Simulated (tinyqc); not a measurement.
Carrier lifetime of an n-type layer with SRH, radiative, Auger and surface recombination: one step of the calculation.

Uniform excess density dn = dp (no trapping), n = n0 + dn, p = p0 + dn, Boltzmann statistics, full ionisation. Surfaces enter as a rate 2 S dn/d, which holds while diffusion to them is fast.

Problem. New dn. With e = n p - ni^2 = dn (n0 + p0 + dn): U_SRH = e/(tp0 (n + n1) + tn0 (p + p1)), U_rad = B e, U_Aug = (Cn n + Cp p) e, U_s = 2 S dn/d. Substitution: tau = dn/U with U the sum, dn(new) = G tau.

Inputs (values chosen for the exercise); band and dielectric values those of a made-up semiconductor:

| symbol | value | unit | meaning |
|---|---|---|---|
| B | 3.86e-15 | cm^3/s | radiative coefficient |
| Cn | 5.4e-31 | cm^6/s | Auger coefficient (two electrons) |
| Cp | 2.6e-31 | cm^6/s | Auger coefficient (two holes) |
| S | 0 | cm/s | surface recombination velocity (both faces) |
| d | 200 | um | sample thickness |
| G | 3.9e13 | cm^-3 s^-1 | generation rate |

dn after iteration 1 = 5.0239431e13 cm^-3
n0 = 1.9000025e14 cm^-3
p0 = 2.5255211e8 cm^-3
n1 = 3.8847946e5 cm^-3
p1 = 1.2351995e17 cm^-3
tn0 = 0.10256410 s
tp0 = 0.0043956044 s

Find: U_SRH; U_rad; U_Aug; U_s; tau; dn after iteration 2.

Solution.

U_SRH = 9.522e11 cm^-3 s^-1
U_rad = 4.659e13 cm^-3 s^-1
U_Aug = 1.723e12 cm^-3 s^-1
U_s = 0 cm^-3 s^-1
tau = 1.020 s
dn after iteration 2 = 3.977e13 cm^-3

tinyqc, about 0.01 s, one thread, Intel Xeon 2.30GHz (shared host): `OMP_NUM_THREADS=1 python tinyqc.py 2300110 2300111 out.jsonl`
